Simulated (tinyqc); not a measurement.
What moves the magnetoresistance: exchange-split free-electron bands and tunnelling magnetoresistance.

Majority and minority bands E = c k^2/m -/+ Dx/2, c = hbar^2/2m0, so k_up = sqrt(m (EF + Dx/2)/c), k_dn = sqrt(m (EF - Dx/2)/c); n_s = k_s^3/(6 pi^2), D_s = m k_s/(4 pi^2 c).

Barrier: kappa = sqrt(mb phi/c), c = hbar^2/2m0. With a = k1/m, b = k2/m, w = kappa/mb, the transmission at normal incidence is T(k1, k2) = 4 a b w^2/[w^2 (a + b)^2 + (w^2 + a^2)(w^2 + b^2) sinh^2(kappa d)]. Parallel: G_P = T(up, up) + T(dn, dn); antiparallel: G_AP = 2 T(up, dn); TMR = (G_P - G_AP)/G_AP. Julliere: TMR = 2 P^2/(1 - P^2). Slonczewski factor: P_eff = P_k (w^2 - a_up a_dn)/(w^2 + a_up a_dn), P_k = (k_up - k_dn)/(k_up + k_dn).

Constants: hbar^2/2m0 = 3.80998211 eV angstrom^2.

Inputs chosen for the exercise: EF = 4.04 eV (Fermi energy above the mean band bottom); Dx = 3.56 eV (exchange splitting); m = 1.33 m0 (mass in the electrodes); phi = 1.37 eV (barrier height above EF); mb = 0.49 m0 (mass in the barrier); d = 8.8 angstrom (barrier thickness).

All results formed anew. Each row changes one parameter from the base and keeps the others.

Results:
```
case                  P_k    P_eff  TMR (%)       G_P
base               0.2322   0.0029     0.01   0.00468
Dx = 3.738 eV      0.2452   0.0046     0.02   0.00465
EF = 4.444 eV      0.2090  -0.0095     0.03   0.00472
phi = 1.781 eV     0.2322   0.0331     0.22   0.00163
mb = 0.392 m0      0.2322   0.0287     0.19    0.0101
d = 10.8 angstrom  0.2322   0.0029     0.00  0.000873
m = 1.596 m0       0.2322   0.0240     0.13   0.00464
```

The largest shifts from the base row, up to three for each result and ties (the steps differ in size, so this ranks the rows, not the parameters). P_k: EF -0.0232, Dx +0.0130; unchanged at the printed digits by phi, mb, d and m. P_eff: phi +0.0302, mb +0.0258, m +0.0211; unchanged at the printed digits by d. TMR (%): phi +0.21, mb +0.18, m +0.11. G_P: mb +0.00538, d -0.00380, phi -0.00304.

Program tinyqc; command `OMP_NUM_THREADS=1 python tinyqc.py 1680162 1680163 out.jsonl`; about 0.01 s on one thread of a shared Intel(R) Xeon(R) Processor @ 2.30GHz.
